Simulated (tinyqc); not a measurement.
# One-dimensional ballistic tunnel FET, two-band WKB: several studies

A p-type source for x < 0 with its Fermi level at 0 and its valence edge at ds; in the channel the bands fall as D exp(-x/lam) towards their flat values, with the conduction edge at Ec = ds - dP and D = dP + Eg. The gate moves dP one to one. The drain Fermi level lies at -Vd and the drain side reflects nothing. For w = E - Ec between 0 and dP an electron crosses the gap. Two-band dispersion with equal masses m: inside the gap kappa = sqrt(m u (1 - u/Eg)/C), u the distance from a band edge, C = hbar^2/(2 m0).

Parameters, values chosen for the exercise; band and dielectric values those of a made-up semiconductor:
```
symbol  value  unit                                           meaning
T         300     K                                       temperature
Eg      0.893    eV                                          band gap
m       0.053    m0              band-edge mass of the two-band model
lam       5.2    nm           screening length of the source junction
ds        0.2    eV  source valence edge above the source Fermi level
Vd        0.3     V                                        drain bias
g           1              number of degenerate subbands (spin apart)
dP       0.15    eV        tunnelling window Ev(source) - Ec(channel)
```

Constants: q = 1.602176634e-19 C, kB = 1.380649e-23 J/K, hbar = 1.054571817e-34 J s, h = 6.62607015e-34 J s, m0 = 9.1093837015e-31 kg, Vt = kB T/q, hbar^2/(2 m0) = 0.0380998212 eV nm^2. Results are converted to the units shown.

Each table varies one quantity; the others keep the values above.

## Transfer curve and swing

S(w) = 2 lam int_0^Eg kappa(u) du/(w + Eg - u) = 2 pi lam sqrt(m/(C Eg)) [w + Eg/2 - sqrt(w (w + Eg))], T(w) = exp(-S). I = g (2 q^2/h) int_0^dP T(w) [f(E) - f(E + Vd)] dw, E = ds - dP + w, f(x) = 1/(1 + exp(x/Vt)). Swing = d(dP)/d(log10 I).

Transfer curve and swing:
```
dP (eV)  T(w = dP)     I (uA)  swing (mV/decade)
0.0096    3.724e-7  6.023e-11              9.293
0.015     7.829e-7  1.869e-10              12.77
0.023     1.802e-6  6.413e-10              17.22
0.035     4.617e-6   2.544e-9              23.02
0.055     1.453e-5   1.398e-8              31.20
0.085     4.936e-5   9.480e-8              40.96
0.13      1.773e-4   8.923e-7              51.02
0.2       6.772e-4   1.590e-5              60.93
0.31      0.002615   5.181e-4              90.87
0.48      0.009309    0.01197              171.6
```

I rises from 6.02e-11 to 0.0120 uA and the swing rises from 9.29 to 172 mV/decade. The thermionic limit is Vt ln 10 = 59.5 mV/decade; the swing stays under it up to dP = 0.13 eV among the rows, where I is 8.92e-7 uA, 0.0075 % of the last row. Leakage below the onset is not in the model.

## Effect of the screening length

Same model as above.

Effect of the screening length:
```
lam (nm)  T(w = dP)    I (uA)  swing (mV/decade)
1            0.2068   0.02128              62.16
2           0.04277  0.001951              60.68
3          0.008845  2.053e-4              58.93
4          0.001829  2.435e-5              56.91
5          3.783e-4  3.184e-6              54.62
6          7.824e-5  4.504e-7              52.13
7          1.618e-5  6.778e-8              49.55
8          3.346e-6  1.071e-8              46.96
```

I falls from 0.0213 to 1.07e-8 uA, on average 0.900 decades a nanometre; S is proportional to lam, and at w = dP it gives 0.684. The swing falls from 62.2 to 47.0 mV/decade. In 1 of the 8 rows S at w = dP is below 2, where a WKB prefactor of 1 is a rough guess.

## Effect of the source degeneracy

Same model as above.

Result of one run:
```
ds (eV)    I (uA)  swing (mV/decade)
0.2      2.141e-6              54.13
```

What becomes of these results when the source valence edge above the source Fermi level ds is changed from 0.2 to 0.05 eV, all else the same?

Result of the changed run:
```
ds (eV)    I (uA)  swing (mV/decade)
0.05     2.682e-4              74.01
```

The whole series:
```
ds (eV)    I (uA)  swing (mV/decade)
-0.05    7.498e-4              85.03
0        5.772e-4              82.03
0.05     2.682e-4              74.01
0.1      7.361e-5              63.75
0.15     1.385e-5              56.63
0.2      2.141e-6              54.13
0.25     3.131e-7              53.65
0.3      4.534e-8              53.58
```

I falls from 7.50e-4 to 4.53e-8 uA, and the swing falls from 85.0 to 53.6 mV/decade. Once ds exceeds dP = 0.15 eV the whole window lies above the source Fermi level, in its thermal tail, and I falls with ds. The screening length is held fixed, though doping would change it.

Computed by the program tinyqc: `OMP_NUM_THREADS=1 python tinyqc.py 2620169 2620170 out.jsonl`, one thread of a shared Intel Xeon 2.30GHz, about 0.01 s for the whole run.
